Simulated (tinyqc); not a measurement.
On-chip interconnect, size-dependent resistivity and RC delay: one step of the calculation.

A rectangular line between two neighbours and two ground planes. Surface and grain-boundary scattering are added to the bulk resistivity as corrections; capacitances are parallel-plate values without fringing; inductance is ignored.

Problem. Ladder and Elmore delays. 5 equal pi sections: series Rs = r Lw/5; node capacitances c Lw/5, halved at nodes 0 and 5, with Cl added to node 5; Rd feeds node 0. Elmore delay of node k: the sum, over the resistors on the path to k, of resistance times all capacitance downstream of it.

Inputs (values chosen for the exercise); metal values close to those of cobalt: line length Lw = 73 um; driver resistance Rd = 1100 ohm; load capacitance Cl = 3.6 fF.

r = 84.757849 ohm/um
c = 0.19497368 fF/um

Give: Rs; C; Elmore delay.

Solution.

Rs = 1237 ohm

| node | C (fF) | Elmore delay (ps) |
|---|---|---|
| 0 | 1.423 | 19.62 |
| 1 | 2.847 | 39.92 |
| 2 | 2.847 | 56.71 |
| 3 | 2.847 | 69.97 |
| 4 | 2.847 | 79.71 |
| 5 | 5.023 | 85.92 |

The far-end value equals Rd (c Lw + Cl) + r Lw (c Lw/2 + Cl) for any number of pi sections; the line resistance contributes 77.2 % of it.

Numbers from tinyqc (`OMP_NUM_THREADS=1 python tinyqc.py 2100105 2100106 out.jsonl`; about 0.01 s on one thread of a shared Intel Xeon 2.30GHz).
